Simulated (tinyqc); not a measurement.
Energy relaxation with and without hot phonons: decay of LO phonons and the hot-phonon bottleneck in the cooling of electrons. Computed by tinyqc, a small Python program. Command: `OMP_NUM_THREADS=1 python tinyqc.py 3026663 3026664 out.jsonl hotphonon walk`. One thread of a shared host (Intel(R) Xeon(R) Processor @ 2.30GHz), about 0.01 s of CPU time with the checks.

n(E, T) = 1/(exp(E/(k_B T)) - 1) is the Bose occupation. Electrons have a temperature T_e; the LO modes within their reach share one occupation N; the decay products stay at the lattice temperature.

Inputs (values chosen for the exercise, modelled on silicon carbide):
```
quantity,value,unit
LO energy hbar omega,120,meV
"lifetime at T = 0, tau_0",3.1,ps
share f of the energy in the softer product,0.35,-
lattice temperature T,500,K
electron mass m*,0.36,m_0
eps_inf,6.55,-
static dielectric constant eps_s,9.49,-
electron density n,8.1e+17,1/cm^3
"density of LO modes that the electrons reach, N_m",4.3e+18,1/cm^3
```

Decay channel: two unequal phonons (Ridley).

Constants: k_B = 8.617333262e-05 eV/K; c = 299792458 m/s; e^2/(4 pi eps_0) = 14.39964548 eV angstrom; hbar^2/(2 m_0) = 3.80998212 eV angstrom^2; hbar = 6.582119569e-16 eV s; e = 1.602176634e-19 C; k_B = 1.380649e-23 J/K.

Method:
- Decay rate 1/tau = (1/tau_0) [1 + n(f hbar omega) + n((1 - f) hbar omega)].
- Full width Gamma = 1/(2 pi c tau) in 1/cm, c in cm/s.
- Froehlich coupling alpha = (e^2/(4 pi eps_0)) (1/eps_inf - 1/eps_s) k_0/(2 hbar omega), k_0 = sqrt(m* hbar omega/(hbar^2/(2 m_0))); emission time tau_sp = hbar/(2 alpha hbar omega); bottleneck ratio r = (n/N_m) tau/tau_sp.
- Net emission per electron: [(N + 1) x - N]/tau_sp with x = exp(-hbar omega/(k_B T_e)), a simple two-level balance; steady state of the modes: n [(N + 1) x - N]/tau_sp = N_m (N - N_0)/tau; power per electron P = hbar omega [(N + 1) x - N]/tau_sp.
- P(T_e) = (hbar omega/tau_sp) [(N_0 + 1) x - N_0]/[1 + r (1 - x)], and r = 0 without hot phonons; energy relaxation time tau_E = (3/2) k_B (T_e - T)/P.

emission time tau_sp = 9.07598 fs

equilibrium LO occupation N_0 = 0.0657843

bottleneck ratio r = 35.7159

phonon lifetime tau = 1.72083 ps

Cooling:
```
T_e (K),"P, cold phonons (nW)","P, hot phonons (nW)",ratio,tau_E (ps),N
530,23.795,0.69709,34.135,0.89127,0.077537
580,65.269,1.9495,33.479,0.84983,0.098654
650,125.65,3.8632,32.524,0.80411,0.13092
800,256.65,8.4282,30.451,0.73716,0.20789
1000,421.56,15.141,27.843,0.68391,0.32106
1300,634.14,25.905,24.480,0.63956,0.50255
1800,902.20,44.577,20.239,0.60395,0.81737
2500,1154.1,71.007,16.254,0.58332,1.2630
```

Reabsorption cuts the loss by a factor 34.1 at the lowest T_e and 16.3 at the highest; the factor is 1 + r (1 - x) with r = 35.7. tau_E runs from 0.89 to 0.58 ps, with its shortest value, 0.58 ps, at T_e = 2500 K, against tau_sp = 9.1 fs and a phonon lifetime of 1.7 ps. For r (1 - x) much above 1 the loss tends to hbar omega (N_m/n)(n(hbar omega, T_e) - N_0)/tau, in which tau_sp no longer appears. Pauli blocking is left out, as are upper valleys and non-parabolic bands, which can matter above about 1000 K.

Extremes, crossings and ranges named in words are read from the listed rows.
